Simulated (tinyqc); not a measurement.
From results back to parameters: shallow donor in effective-mass theory, with valley-orbit splitting. Two cases, with inputs chosen for the exercise.

Problem. Without strain the levels are A1 = E0 - D0 - 4 D1 - D2, T2 = E0 - D0 + D2 and E = E0 - D0 + 2 D1 - D2. They were computed from hidden D0, D1 and D2.

Case 1.

Values chosen (out of a larger set: near those of a group-V donor in Si; not measured data): E0 = -31.5 meV (single-valley level).

A1, T2, E (meV): -45.720  -33.960  -32.400

Case 2.

Values chosen (out of a larger set: near those of a group-V donor in Si; not measured data): E0 = -31.3 meV (single-valley level).

A1, T2, E (meV): -45.710  -33.830  -32.570

Find: D1; D2; D0.

Solution. E - A1 = 6 D1, T2 - E = 2 D2 - 2 D1, and the mean (A1 + 3 T2 + 2 E)/6 is E0 - D0.

Case 1.

D1 = 2.22 meV
D2 = 1.44 meV
D0 = 3.90 meV

Case 2.

D1 = 2.19 meV
D2 = 1.56 meV
D0 = 4.09 meV

Computed by tinyqc, one run a case: `OMP_NUM_THREADS=1 python tinyqc.py N N+1 out.jsonl` with N = 1251612, 1251661; one thread of a shared Intel(R) Xeon(R) Processor @ 2.30GHz, about 0.01 s a run at most.
